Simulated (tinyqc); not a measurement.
# Joule-heated wire on a substrate, fin equation: effects of single changes

A wire of length L loses heat along itself to two contacts and sideways to the substrate: kap A theta'' - g theta + p = 0 with theta = T - T0 and p = p0. The ends are held at T0. Constant conductivity, diffusive heat flow.

Inputs (values chosen for the exercise): conductivity along the wire kap = 180 W/(m K); cross-section A = 1100 nm^2; conductance per length to the substrate g = 0.18 W/(m K); length between the contacts L = 5200 nm; thermal resistance of each contact Rc = 0 K/uW; heating per length p0 = 0.018 uW/nm.

Each table varies one quantity; the others keep the values above.

## Effect of the length between the contacts

The equation is solved on 800 equal steps and the peak is the largest node value. LH = sqrt(kap A/g); the share is the integral of g theta over that of p.

The same in every row: LH (nm) = 1049.

Result of one run:
```
L (nm)   L/LH  peak theta (K)  peak/(p0/g)  share to the substrate (%)
3500    3.337           63.59       0.6359                       44.18
```

What becomes of these results when the length between the contacts L is changed from 3500 to 520 nm, all else the same?

Result of the changed run:
```
L (nm)    L/LH  peak theta (K)  peak/(p0/g)  share to the substrate (%)
520     0.4958           2.996      0.02996                       1.999
```

The whole series:
```
L (nm)    L/LH  peak theta (K)  peak/(p0/g)  share to the substrate (%)
520     0.4958           2.996      0.02996                       1.999
840     0.8009           7.515      0.07515                       5.023
1400     1.335           18.77       0.1877                       12.61
2200     2.098           37.59       0.3759                       25.50
3500     3.337           63.59       0.6359                       44.18
5700     5.435           86.85       0.8685                       63.52
9100     8.677           97.39       0.9739                       76.96
15000    14.30           99.84       0.9984                       86.02
```

As L goes from 520 to 15000 nm, the peak theta rises from 3.00 to 99.8 K and the share of heat to the substrate rises from 2.00 to 86.0 %; L/LH goes from 0.50 to 14. Where L/LH is smallest the peak reaches 0.030 of p0/g, where it is largest 1.0: contacts cool the wire only within a few healing lengths.

## Effect of the conductivity along the wire

Same model as above.

Effect of the conductivity along the wire:
```
kap (W/(m K))  LH (nm)   L/LH  peak theta (K)  peak/(p0/g)  share to the substrate (%)
18               331.7  15.68           99.92       0.9992                       87.24
39               488.2  10.65           99.03       0.9903                       81.22
84               716.5  7.258           94.69       0.9469                       72.48
180               1049  4.958           83.35       0.8335                       60.22
390               1544  3.368           64.12       0.6412                       44.58
840               2266  2.295           42.33       0.4233                       28.81
1800              3317  1.568           24.43       0.2443                       16.45
```

As kap goes from 18 to 1800 W/(m K), the peak theta falls from 99.9 to 24.4 K and the share of heat to the substrate falls from 87.2 to 16.5 %; L/LH goes from 16 to 1.6. Where L/LH is smallest the peak reaches 0.24 of p0/g, where it is largest 1.0: contacts cool the wire only within a few healing lengths.

## Effect of the conductance per length to the substrate

Same model as above.

Results:
```
g (W/(m K))  LH (nm)   L/LH  peak theta (K)  peak/(p0/g)  share to the substrate (%)
0.018           3317  1.568           244.3       0.2443                       16.45
0.084           1535  3.387           138.1       0.6443                       44.81
0.18            1049  4.958           83.35       0.8335                       60.22
0.39           712.5  7.298           43.75       0.9480                       72.63
0.84           485.5  10.71           21.23       0.9906                       81.33
1.8            331.7  15.68           9.992       0.9992                       87.24
```

Estimate the missing row, g = 0.039 W/(m K).

Computed row:
```
g (W/(m K))  LH (nm)   L/LH  peak theta (K)  peak/(p0/g)  share to the substrate (%)
0.039           2253  2.308           196.7       0.4263                       29.02
```

With this row back in the table: As g goes from 0.018 to 1.8 W/(m K), the peak theta falls from 244 to 9.99 K and the share of heat to the substrate rises from 16.5 to 87.2 %; L/LH goes from 1.6 to 16. Where L/LH is smallest the peak reaches 0.24 of p0/g, where it is largest 1.0: contacts cool the wire only within a few healing lengths. At g = 0.018 W/(m K) the rise passes 200 K, so constant kap and g are doubtful.

Computed by the program tinyqc: `OMP_NUM_THREADS=1 python tinyqc.py 2520034 2520035 out.jsonl`, one thread of a shared Intel Xeon 2.30GHz, about 0.01 s for the whole run.
